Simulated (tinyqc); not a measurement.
p-type polysilicon, carrier trapping at grain boundaries: one step of the calculation.

One-dimensional grains of size Lg, uniform ionised doping N, monovalent traps Qt at each boundary at a depth Et below (for electrons) or above (for holes) the band edge there, abrupt depletion of width W on each side of a boundary, Boltzmann statistics. xi is the distance from the band edge at the grain centre to the Fermi level. Trapped charge Qt/(1 + exp((xi + VB - Et)/Vt)) = 2 N W, barrier VB = q N W^2/(2 eps0 eps_r).

Task. Resistivity and effective mobility. n0 = NB exp(-xi/Vt); mean density n0 (1 - 2 W/Lg) by charge balance in a partly depleted grain, and n0 (sqrt(pi)/2) erf(u)/u with u = sqrt(VB/Vt) in a fully depleted one; v = sqrt(kB T/(2 pi ms m0)); barrier resistivity Vt exp(VB/Vt)/(q fe n0 v Lg); grain resistivity (1 - 2 W/Lg)/(q n0 mug); effective mobility 1/(q mean density total resistivity).

Values chosen for this exercise; values of the order met in polycrystalline silicon:
```
symbol    value        unit                                 meaning
T           250           K                             temperature
NB      2.02e19       cm^-3     valence-band density of states at T
Lg           59          nm                              grain size
ms         0.49          m0            mass for thermionic emission
fe            1              correction factor of the emission rate
mug          55  cm^2/(V s)              mobility inside the grains
```

Constants: q = 1.602176634e-19 C, kB = 1.380649e-23 J/K, m0 = 9.1093837015e-31 kg, Vt = kB T/q. Results are converted to the units shown.

W = 29.5 nm
xi = 0.34169597 V
VB = 0.12786257 V

Wanted: n0; mean density; v; barrier resistivity; grain resistivity; resistivity; effective mobility.

Result.

n0 = 2.613e12 cm^-3
mean density = 9.498e11 cm^-3
v = 3.508e6 cm/s
barrier resistivity = 9.402e5 ohm cm
grain resistivity = 0.000 ohm cm
resistivity = 9.402e5 ohm cm
effective mobility = 6.989 cm^2/(V s)

The resistivity is 1.57e6 times that of a single crystal with the same N and mobility mug, and the mean density is 5.00e-4 % of N.

tinyqc, about 0.01 s, one thread, Intel Xeon 2.30GHz (shared host): `OMP_NUM_THREADS=1 python tinyqc.py 2830032 2830033 out.jsonl`
